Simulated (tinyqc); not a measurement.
Molecular dynamics of a small cluster by velocity Verlet steps: one step, computed by the program tinyqc. Command: `OMP_NUM_THREADS=1 python tinyqc.py 3027505 3027506 out.jsonl verlet walk`. One thread of a shared host (Intel(R) Xeon(R) Processor @ 2.30GHz), about 0.1 s of CPU time with the checks.

E = sum_(i<j) phi(r_ij), phi(r) = eps [exp(-2 alpha (r - r0)) - 2 exp(-alpha (r - r0))]; the force on i is -sum_j phi'(r_ij) (R_i - R_j)/r_ij.

Task: State at the start. Velocity Verlet: a = c F/M with c = 9.648533212e-3 angstrom/fs^2 per eV/(angstrom u); R(new) = R + v dt + a dt^2/2; v(new) = v + (a + a(new)) dt/2. Kinetic energy K = M v^2/(2c); temperature T = 2K/((3N - 3) k_B), rotation of the cluster included.

Inputs (values chosen for the exercise, for model atoms):
```
quantity         value        unit
length r0         2.72    angstrom
well depth eps    0.31          eV
stiffness alpha   1.83  1/angstrom
atomic mass M      187           u
time step dt       5.9          fs
```

Potential: Morse. Thermostat: none.

starting positions (angstrom):
```
            x      y      z
atom 1  -0.01  -0.01  -0.03
atom 2   2.67  -0.05  -0.01
atom 3   1.38   2.37   0.03
atom 4   1.38   0.82   2.24
atom 5   1.37   0.76  -2.26
```

starting velocities (angstrom/fs):
```
               x         y         z
atom 1  -0.00104  -0.00103  -0.00046
atom 2   0.00042   0.00075   0.00205
atom 3    0.0023     3e-05  -0.00097
atom 4  -0.00051   0.00153   0.00021
atom 5  -0.00116  -0.00128  -0.00083
```

Constants: 1 eV/(angstrom u) = 9.648533212e-03 angstrom/fs^2; k_B = 8.617333262e-05 eV/K.

Give: forces; potential energy; kinetic energy; temperature.

Result:

forces (eV/angstrom):
```
              x        y        z
atom 1   0.0150   0.1034   0.0749
atom 2   0.0545   0.0486   0.0237
atom 3  -0.0145  -0.1489  -0.1477
atom 4  -0.0440  -0.0714  -0.1260
atom 5  -0.0109   0.0682   0.1752
```

potential energy = -2.799 eV

kinetic energy = 0.1923 eV

temperature = 371.9 K
